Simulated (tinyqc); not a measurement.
Hueckel theory of the pi electrons, for the molecule [CH2+]c1ccc(Cl)cc1 (SMILES; centres numbered as the heavy atoms are written), step by step. Computed by tinyqc, a small Python program that keeps every step. Settings: charge = 1. Command: `OMP_NUM_THREADS=1 python tinyqc.py 30345 30346 out.jsonl` (the two numbers bound the seeds that draw the settings). One thread of a shared host (Intel(R) Xeon(R) Processor @ 2.60GHz), about 0.01 s of CPU time with the checks.

## The Hueckel matrix

Centres:
```
centre  z_r, pi electrons of the neutral centre         h
1C                                            1  0.000000
2C                                            1  0.000000
3C                                            1  0.000000
4C                                            1  0.000000
5C                                            1  0.000000
6Cl                                           2  1.740000
7C                                            1  0.000000
8C                                            1  0.000000
```

Bonds:
```
i  j         k
1  2         1
2  3         1
3  4         1
4  5         1
5  6  0.440000
5  7         1
7  8         1
8  2         1
```

H_rr = alpha + h_r beta, H_rs = k_rs beta for bonded centres.

Hueckel matrix in units of beta (H = alpha + beta A), order 1C, 2C, 3C, 4C, 5C, 6Cl, 7C, 8C:
$$\begin{pmatrix}
0.000000 & 1.000000 & 0.000000 & 0.000000 & 0.000000 & 0.000000 & 0.000000 & 0.000000 \\
1.000000 & 0.000000 & 1.000000 & 0.000000 & 0.000000 & 0.000000 & 0.000000 & 1.000000 \\
0.000000 & 1.000000 & 0.000000 & 1.000000 & 0.000000 & 0.000000 & 0.000000 & 0.000000 \\
0.000000 & 0.000000 & 1.000000 & 0.000000 & 1.000000 & 0.000000 & 0.000000 & 0.000000 \\
0.000000 & 0.000000 & 0.000000 & 1.000000 & 0.000000 & 0.440000 & 1.000000 & 0.000000 \\
0.000000 & 0.000000 & 0.000000 & 0.000000 & 0.440000 & 1.740000 & 0.000000 & 0.000000 \\
0.000000 & 0.000000 & 0.000000 & 0.000000 & 1.000000 & 0.000000 & 0.000000 & 1.000000 \\
0.000000 & 1.000000 & 0.000000 & 0.000000 & 0.000000 & 0.000000 & 1.000000 & 0.000000
\end{pmatrix}$$

## Orbitals

pi electrons, sum of z_r less the charge = 8

Diagonalise; E = alpha + x beta with beta < 0, so the largest x are filled first; degenerate levels share their electrons. P = sum n_i c_ri c_si; each orbital has its largest coefficient positive (the first on a tie).

x values: [2.168369, 1.814232, 1.159674, 1.000000, -0.015740, -1.000000, -1.279667, -2.106869]

occupations: [2.000000, 2.000000, 2.000000, 2.000000, 0.000000, 0.000000, 0.000000, 0.000000]

coefficients, order 1C, 2C, 3C, 4C, 5C, 6Cl, 7C, 8C:
$$\begin{pmatrix}
0.186142 & -0.208116 & -0.382124 & 0.000000 & 0.752435 & 0.000000 & -0.393396 & -0.234736 \\
0.403624 & -0.377571 & -0.443139 & 0.000000 & -0.011843 & 0.000000 & 0.503416 & 0.494558 \\
0.344532 & -0.238443 & -0.065887 & 0.500000 & -0.376124 & 0.500000 & -0.125404 & -0.403616 \\
0.343448 & -0.055020 & 0.366732 & 0.500000 & 0.017764 & -0.500000 & -0.342941 & 0.355809 \\
0.400191 & 0.138625 & 0.491177 & 0.000000 & 0.375845 & 0.000000 & 0.564254 & -0.346026 \\
0.411057 & 0.821673 & -0.372408 & 0.000000 & -0.094189 & 0.000000 & -0.082218 & 0.039578 \\
0.343448 & -0.055020 & 0.366732 & -0.500000 & 0.017764 & 0.500000 & -0.342941 & 0.355809 \\
0.344532 & -0.238443 & -0.065887 & -0.500000 & -0.376124 & -0.500000 & -0.125404 & -0.403616
\end{pmatrix}$$

charge and bond-order matrix P, order 1C, 2C, 3C, 4C, 5C, 6Cl, 7C, 8C:
$$\begin{pmatrix}
0.447959 & 0.646088 & 0.277865 & -0.129513 & -0.284096 & 0.095635 & -0.129513 & 0.277865 \\
0.646088 & 1.003689 & 0.516575 & -0.006231 & -0.216947 & 0.041402 & -0.006231 & 0.516575 \\
0.277865 & 0.516575 & 0.859797 & 0.714570 & 0.144925 & -0.059526 & -0.285430 & -0.140203 \\
-0.129513 & -0.006231 & 0.714570 & 1.010953 & 0.619896 & -0.081210 & 0.010953 & -0.285430 \\
-0.284096 & -0.216947 & 0.144925 & 0.619896 & 0.841248 & 0.190975 & 0.619896 & 0.144925 \\
0.095635 & 0.041402 & -0.059526 & -0.081210 & 0.190975 & 1.965604 & -0.081210 & -0.059526 \\
-0.129513 & -0.006231 & -0.285430 & 0.010953 & 0.619896 & -0.081210 & 1.010953 & 0.714570 \\
0.277865 & 0.516575 & -0.140203 & -0.285430 & 0.144925 & -0.059526 & 0.714570 & 0.859797
\end{pmatrix}$$

## Energy, charges, bond orders

E = sum n x; q_r = z_r - P_rr; bond order p = P_rs; free valence = sqrt(3) - sum of p over the bonds of the atom.

pi energy = 8 alpha + this times beta = 12.284552

pi charges: 1C 0.552041, 2C -0.003689, 3C 0.140203, 4C -0.010953, 5C 0.158752, 6Cl 0.034396, 7C -0.010953, 8C 0.140203

Bond orders and lengths from R = 1.517 - 0.180 p (angstrom, C-C alone):
```
bond         p         R
1-2   0.646088  1.400704
2-3   0.516575  1.424017
3-4   0.714570  1.388377
4-5   0.619896  1.405419
5-6   0.190975         -
5-7   0.619896  1.405419
7-8   0.714570  1.388377
8-2   0.516575  1.424017
```

free valence of the carbons: 1C 1.085963, 2C 0.052813, 3C 0.500906, 4C 0.397584, 5C 0.301283, 7C 0.397584, 8C 0.500906

gap between the highest filled and the next level = 1.015740 |beta|
